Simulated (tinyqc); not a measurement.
Six-band hole subbands of a thin body in a field, step by step. Values are carried at full precision from step to step, so a last printed digit may differ when a step is redone from the rounded ones.

Constants: hbar^2/2m0 = 3.80998211 eV angstrom^2.

Parameters, chosen for this exercise (near those of a p-type Si channel; shifted at random, so the results belong to these values and not to a real crystal):

| symbol | value | unit | meaning |
|---|---|---|---|
| S | (7.58, -2.13, 12.74) | 1/TPa | compliances s11, s12, s44 |
| sx | -0.5 | GPa | stress along the channel [1-10], negative in compression |
| b | -2.1 | eV | tetragonal potential |
| d | -4.78 | eV | trigonal potential |
| g1 | 4.3 |  | Luttinger gamma1 |
| g2 | 0.34 |  | gamma2 |
| g3 | 1.44 |  | gamma3 |
| face | 110 |  | surface |
| Dso | 0.044 | eV | spin-orbit splitting |
| t | 90 | angstrom | body thickness |
| F | 0.2 | MV/cm | field across the body |
| kmax | 0.1 | 1/angstrom | end of the path |

## Strain and its block

exx = eyy = (s11 + s12) sx/2, ezz = s12 sx, exy = -s44 sx/4 (1 GPa/TPa = 1e-3). With e0 the traceless part, B_XX = 2b e0xx - b (e0yy + e0zz) and B_XY = sqrt(3) d exy.

strain, lower triangle:
```
           x          y         z
x  -0.001362
y   0.001592  -0.001362
z          0          0  0.001065
```

B (eV), lower triangle:
```
          X        Y         Z
X   0.00510
Y  -0.01318  0.00510
Z         0        0  -0.01020
```

## Confinement masses without spin-orbit coupling

C(n n^T)/c has C_XX = (g1 + 4 g2) nx^2 + (g1 - 2 g2)(ny^2 + nz^2) and C_XY = 6 g3 nx ny, n the unit normal; its eigenvalues are the inverse masses along n.

C(n n^T)/c, lower triangle:
```
        X       Y       Z
X  4.6400
Y  4.3200  4.6400
Z       0       0  3.6200
```

masses (m0): 3.1250  0.2762  0.1116

The heaviest mass, 3.13, comes from a near cancellation among the gammas, so a few per cent in them move it strongly.

## The matrix for one sine at q = 0

Basis X, Y, Z times spin, hole energies counted downwards from the unstrained edge (the hydrostatic shift is left out), c = hbar^2/2m0. For a symmetric tensor T let C(T) have C_XX = L Txx + M (Tyy + Tzz), C_XY = N Txy (cyclic), L = c (g1 + 4 g2), M = c (g1 - 2 g2), N = 6 c g3. k = q + kz n, n the unit normal, q = k1 u + k2 v with u along the channel [1-10] and v = n x u. H = C(k k^T) + (Dso/3)(1 - L.sigma) - B + e F z with (L_k)_ij = -i epsilon_kij; B is the block C built from the traceless strain with 2b, -b and sqrt(3) d in place of L, M, N. Strain: exx = eyy = (s11 + s12) sx/2, ezz = s12 sx, exy = -s44 sx/4. Hard walls at z = 0 and t; basis sin(j pi z/t), j = 1 to Nz: kz^2 = (j pi/t)^2, kz = -i D with D_jl = 4 j l/(t (j^2 - l^2)), z_jj = t/2 and z_jl = -8 t j l/(pi (j^2 - l^2))^2 for j + l odd; 1 MV/cm = 0.01 eV/angstrom.

Nz = 1, in meV.

H (meV), lower triangle (Hermitian):
```
              X+       Y+      Z+            X-      Y-      Z-
X+        121.11
Y+  33.24-14.67i   121.11
Z+             0        0  131.67
X-             0        0   14.67        121.11
Y-             0        0  14.67i  33.24+14.67i  121.11
Z-        -14.67  -14.67i       0             0       0  131.67
```

## Its levels

Diagonalise; the levels come in pairs. Give each pair and its weights on X, Y, Z, summed over spin and averaged over the pair.

levels (meV): 81.97  125.40  166.51

weights:
```
   pair 1  pair 2  pair 3
X   0.471   0.136   0.393
Y   0.471   0.136   0.393
Z   0.058   0.729   0.213
```

## More sines

The four lowest pairs at q = 0.

Hole energies (meV):

| Nz | pair 1 | pair 2 | pair 3 | pair 4 |
|---|---|---|---|---|
| 1 | 81.97 | 125.40 | 166.51 | - |
| 2 | 53.12 | 110.92 | 118.07 | 156.43 |
| 4 | 36.72 | 75.10 | 109.54 | 113.34 |
| 8 | 33.55 | 63.33 | 88.19 | 109.31 |
| 16 | 33.51 | 63.17 | 87.68 | 108.68 |

One sine is 48.46 meV off in the top subband, since the field mixes the sines. The second pair lies 29.7 meV deeper.

## Dispersion of the top subband

Nz = 14; the two lowest levels (spin-split where the field breaks inversion), in meV from their value at q = 0.

Energies (meV):

| \|q\| (1/angstrom) | u a | u b | v a | v b |
|---|---|---|---|---|
| 0.025 | 19.75 | 21.25 | 8.47 | 8.67 |
| 0.050 | 76.23 | 81.22 | 33.93 | 34.50 |
| 0.075 | 109.17 | 110.47 | 75.89 | 77.38 |
| 0.100 | 118.68 | 119.15 | 130.97 | 136.44 |

From the mean of each pair in the first row, c q^2/E gives 0.12 m0 along u and 0.28 m0 along v. The largest distance between a and b in the table is 5.47 meV. These masses hold for the first row only: the band bends further out.

## Checks

- Top level at q = 0 on (001) without field and stress against c (g1 - 2 g2)(pi/t)^2, eV: both 0.01681.
- Hermiticity, and E(q) against E(-q): they agree to 1e-10 or better.

tinyqc: `OMP_NUM_THREADS=1 python tinyqc.py 1252294 1252295 out.jsonl`; about 0.3 s, one thread, shared Intel(R) Xeon(R) Processor @ 2.30GHz.
